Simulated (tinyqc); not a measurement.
From results back to parameters: carrier statistics of a doped semiconductor with parabolic bands. Two cases, with inputs chosen for the exercise.

Problem. With Boltzmann statistics and no minority carriers, p (p + ND)/(NA - ND - p) = K(T) = (N(T)/4) exp(-E/kB T), E the ionisation energy of the majority dopant and N = 2 (m kB T/(4 pi c))^(3/2) with c = hbar^2/2m0, in 1/angstrom^3; times 1e24 for 1/cm^3, m = m_d. The density below was computed from a hidden E.

Constants: hbar^2/2m0 = 3.80998211 eV angstrom^2; kB = 8.617333262e-05 eV/K.

Find: K(Ta); E.

Method. The left side gives K; then E = kB T ln(N/(4 K)).

Case 1.

Values chosen (near those of InP; shifted at random, so the results belong to these values and not to a real crystal): NA = 1.5e+18 1/cm^3 (acceptors); ND = 9.1e+12 1/cm^3 (donors); m_d = 0.638 m0 (density-of-states mass of the majority band); Ta = 47 K.

p(Ta) = 1.6216e+15 1/cm^3

Solution.

K(Ta) = 1.76e+12 1/cm^3
E = 0.0471 eV

Case 2.

Values chosen (near those of Ge; shifted at random, so the results belong to these values and not to a real crystal): NA = 4.3e+16 1/cm^3 (acceptors); ND = 1.8e+16 1/cm^3 (donors); m_d = 0.344 m0 (density-of-states mass of the majority band); Ta = 15 K.

p(Ta) = 4.9914e+12 1/cm^3

Solution.

K(Ta) = 3.60e+12 1/cm^3
E = 0.0107 eV

Computed by tinyqc, one run a case: `OMP_NUM_THREADS=1 python tinyqc.py N N+1 out.jsonl` with N = 1680818, 1681076; one thread of a shared Intel(R) Xeon(R) Processor @ 2.30GHz, about 0.01 s a run at most.
